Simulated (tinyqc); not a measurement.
Configuration-coordinate model of a defect: Huang-Rhys factor and luminescence line shape: one step, computed by the program tinyqc. Command: `OMP_NUM_THREADS=1 python tinyqc.py 3012722 3012723 out.jsonl ccline walk`. One thread of a shared host (Intel(R) Xeon(R) Processor @ 2.30GHz), about 0.01 s of CPU time with the checks.

Ground state E_g(Q) = (1/2) omega_g^2 Q^2; excited state E_e(Q) = E_0 + (1/2) omega_e^2 (Q - dQ)^2 with omega_e = omega_g and E_0 = E_ZPL. Q is mass-weighted; the dipole does not depend on Q (Condon approximation).

Problem. Crossing, radiative lifetime and thermal quenching. The curves cross at the root Q_c nearest dQ; the barrier is (1/2) omega_e^2 (Q_c - dQ)^2, with (1/2) omega^2 = (hbar omega)^2/(2 hbar^2/u). k_r = n_r omega^3 mu^2/(3 pi eps_0 hbar c^3) at the vertical emission energy, without local-field correction; k_nr = nu_0 exp(-barrier/k_B T) (Mott-Seitz); yield = k_r/(k_r + k_nr); T_1/2 = barrier/(k_B ln(nu_0/k_r)).

Inputs (values chosen for the exercise, for a model defect in a wide-gap host): zero-phonon energy E_ZPL = 1.64 eV; displacement dQ = 1.67 u^(1/2) angstrom; ground-state phonon hbar omega_g = 21.3 meV; temperature T = 200 K; refractive index n_r = 3.07; transition dipole mu = 0.61 e angstrom; quenching prefactor nu_0 = 2e+12 1/s.

Modes: equal frequencies in both states.

vertical emission energy = 1.488655 eV

Constants: hbar^2/u = 4.18015928e-03 eV angstrom^2; hbar = 6.582119569e-16 eV s; e = 1.602176634e-19 C; eps_0 = 8.8541878128e-12 F/m; hbar = 1.054571817e-34 J s; c = 299792458 m/s; k_B = 8.617333262e-05 eV/K.

Give: Q_c; classical barrier; radiative lifetime; luminescence yield; quenching temperature T_1/2.

Solution.

Q_c = 9.883 u^(1/2) angstrom

classical barrier = 3.661 eV

radiative lifetime = 69.90 ns

luminescence yield = 1

quenching temperature T_1/2 = 3585 K

The barrier is so high that this route does not halve the yield below 1000 K. Caution: the curves cross far outside the range of the harmonic model, so the barrier and T_1/2 have no quantitative meaning.
